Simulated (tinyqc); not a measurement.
Frequency dispersion of an accumulation capacitance by border traps, distributed model: two steps of the calculation.

Traps spread evenly through the insulator exchange electrons with the semiconductor by tunnelling, with tau(x) = t0 exp(2 ka x) at depth x from the interface. The admittance per area Y seen at depth x obeys dY/dx = -Y^2/(i w eps0 eox) + q Nb ln(1 + i w tau)/tau, with Y(0) = i w Cs and w = 2 pi f; the gate sees Y(tox) = G + i w C. Working variable y = Y/(i w), in uF/cm^2. Cox = eps0 eox/tox.

Parameters, values chosen for the exercise; permittivity close to that of silicon dioxide: relative permittivity of the insulator eox = 3.8; insulator thickness tox = 6.2 nm; semiconductor capacitance in accumulation Cs = 0.85 uF/cm^2; density of border traps Nb = 6.5e19 cm^-3 eV^-1; decay constant of the wave function in the insulator ka = 6.5 1/nm; time constant of a trap at the interface t0 = 1e-8 s; frequency f = 100 Hz; depth down to which the steps are taken xe = 1.3 nm.

Constants: q = 1.602176634e-19 C, eps0 = 8.8541878128e-14 F/cm where lengths are in cm. Results are converted to the units shown.

Task 1. Midpoint steps through the active depth. In terms of y: dy/dx = -y^2/(eps0 eox) + s(x), s = q Nb ln(1 + z)/z, z = i w tau. 10 midpoint steps of h = xe/10: y_half = y + (h/2) y'(x, y), y(new) = y + h y'(x + h/2, y_half).

Find: x; s; y.

Result 1.

| point | x (nm) | s (uF/(cm^2 nm)) | y (uF/cm^2) |
|---|---|---|---|
| 0 | 0 | 1.0414+0.0000i | 0.8500+0.0000i |
| 1 | 0.13000 | 1.0414+0.0000i | 0.9538+0.0000i |
| 2 | 0.26000 | 1.0414-0.0001i | 1.0503+0.0000i |
| 3 | 0.39000 | 1.0414-0.0005i | 1.1392+0.0000i |
| 4 | 0.52000 | 1.0414-0.0028i | 1.2206-0.0002i |
| 5 | 0.65000 | 1.0411-0.0153i | 1.2947-0.0010i |
| 6 | 0.78000 | 1.0327-0.0819i | 1.3615-0.0054i |
| 7 | 0.91000 | 0.8593-0.3358i | 1.4162-0.0278i |
| 8 | 1.0400 | 0.3029-0.3485i | 1.4117-0.0769i |
| 9 | 1.1700 | 0.0629-0.1329i | 1.3554-0.0964i |
| 10 | 1.3000 | 0.0119-0.0373i | 1.2916-0.0955i |

Task 2. Capacitance and conductance at the gate. Beyond xe the traps are ignored, so 1/y(tox) = 1/y(xe) + (tox - xe)/(eps0 eox); C = Re y, G/w = -Im y, loss tangent G/(w C).

y at xe = 1.2916459-0.0955473i uF/cm^2

Give: y at the gate; C; G/w; loss tangent.

Result 2.

y at the gate = 0.4489-0.0115i uF/cm^2
C = 0.4489 uF/cm^2
G/w = 0.01148 uF/cm^2
loss tangent = 0.02558

Numbers from tinyqc (`OMP_NUM_THREADS=1 python tinyqc.py 2202061 2202062 out.jsonl`; about 0.5 s on one thread of a shared Intel Xeon 2.30GHz).
